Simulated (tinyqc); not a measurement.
# AlGaN/GaN HEMT with access regions, lumped model: what changes with what

A polarisation-induced electron sheet under a Schottky gate, in series with two ungated access regions and contacts. Drift law v = mu E/(1 + mu E/vs) under the gate. Currents in mA/mm, resistances in ohm mm. No self-heating, no channel-length modulation; fits for polarisation, barrier and offset are chosen for the exercise.

Values chosen for this exercise; values close to those of AlGaN/GaN structures: aluminium share of the barrier x = 0.18; barrier thickness d = 25 nm; relative permittivity of barrier and channel eps_r = 9.5; channel mobility mu = 1600 cm^2/(V s); saturation velocity vs = 1.4e7 cm/s; gate length Lg = 1.5 um; source access length Ls = 1.5 um; drain access length Ld = 2 um; resistance of each contact Rc = 0.23 ohm mm; share of the drain-access electrons removed by traps ft = 0.21; gate voltage Vg = -0.5 V.

Constants: q = 1.602176634e-19 C, eps0 = 8.8541878128e-14 F/cm where lengths are in cm. Results are converted to the units shown.

Each table varies one quantity; the others keep the values above.

## Effect of the barrier thickness

sigma = (5e13 x + 1.6e13 x^2) cm^-2, phiB = 0.84 + 1.3 x, dEc = 0.7 (1.71 x + x^2) in volts, Cb = eps0 eps_r/d, VT = phiB - dEc - q sigma/Cb, access density n0 = -Cb VT/q. Access resistance R(L, n) = L/(q mu n sqrt(1 - (I/(q n vs))^2)); Rs = Rc + R(Ls, n0), Rd = Rc + R(Ld, (1 - ft) n0). Vg' = Vg - I Rs, Vd' = Vd - I (Rs + Rd); with u = Vg' - VT, Vc = vs Lg/mu and w the smaller of Vd' and Vc [sqrt(1 + 2 u/Vc) - 1] (0 if negative), the channel gives (mu Cb/Lg)(u w - w^2/2)/(1 + w/Vc). I equals that channel current. Isat is I at Vd = 10 V, gm = dIsat/dVg, Ron the limit of Vd/I at small Vd.

Effect of the barrier thickness:
```
d (nm)  VT (V)  n0 (cm^-2)  Ron (ohm mm)  Isat (mA/mm)  gm (mS/mm)
11      -1.158    5.529e12         5.166         87.62       205.1
14      -1.702    6.384e12         4.221         187.1       227.2
18      -2.428    7.080e12         3.722         311.3       225.7
22      -3.153    7.524e12         3.475         419.8       214.5
27      -4.059    7.893e12         3.298         534.8       197.8
33      -5.147    8.189e12         3.172         648.7       178.9
```

As d goes from 11 to 33 nm, Ron falls from 5.17 to 3.17 ohm mm, Isat rises from 87.6 to 649 mA/mm and gm goes from 205 through a maximum of 227 (at d = 14 nm among the rows listed) to 179 mS/mm. VT falls from -1.16 to -5.15 V. For d = 27 to 33 nm the power passes 5 W/mm, where self-heating, left out here, lowers the current.

## Effect of the share of the drain-access electrons removed by traps

Same model as above.

The same in every row: VT (V) = -3.697; n0 (cm^-2) = 7.763e12; Isat (mA/mm) = 491.3; gm (mS/mm) = 204.5.

Result of one run:
```
ft   Ron (ohm mm)
0.7         5.435
```

What becomes of these results when the share of the drain-access electrons removed by traps ft is changed from 0.7 to 0.6, all else the same?

Result of the changed run:
```
ft   Ron (ohm mm)
0.6         4.598
```

The whole series:
```
ft   Ron (ohm mm)
0           3.090
0.1         3.202
0.2         3.342
0.3         3.521
0.4         3.760
0.5         4.095
0.6         4.598
0.7         5.435
```

As ft goes from 0 to 0.7, Ron rises from 3.09 to 5.44 ohm mm, Isat stays at 491 mA/mm and gm stays at 204 mS/mm. The ceiling Cb vs is 471 mS/mm.

## Effect of the source access length

Same model as above.

The same in every row: VT (V) = -3.697; n0 (cm^-2) = 7.763e12.

Results:
```
Ls (um)  Ron (ohm mm)  Isat (mA/mm)  gm (mS/mm)
0.1             2.654         580.8       252.4
0.6             2.905         544.7       232.3
1               3.106         519.4       218.9
1.5             3.358         491.3       204.5
2.5             3.860         444.4       181.4
4               4.614         390.1       155.9
```

Estimate the missing row, Ls = 0.3 um.

Computed row:
```
Ls (um)  Ron (ohm mm)  Isat (mA/mm)  gm (mS/mm)
0.3             2.755         565.7       243.9
```

With this row back in the table: As Ls goes from 0.1 to 4 um, Ron rises from 2.65 to 4.61 ohm mm, Isat falls from 581 to 390 mA/mm and gm falls from 252 to 156 mS/mm. The ceiling Cb vs is 471 mS/mm. For Ls = 0.1 to 1 um the power passes 5 W/mm, where self-heating, left out here, lowers the current.

Numbers from tinyqc (`OMP_NUM_THREADS=1 python tinyqc.py 2570144 2570145 out.jsonl`; about 0.03 s on one thread of a shared Intel Xeon 2.30GHz).
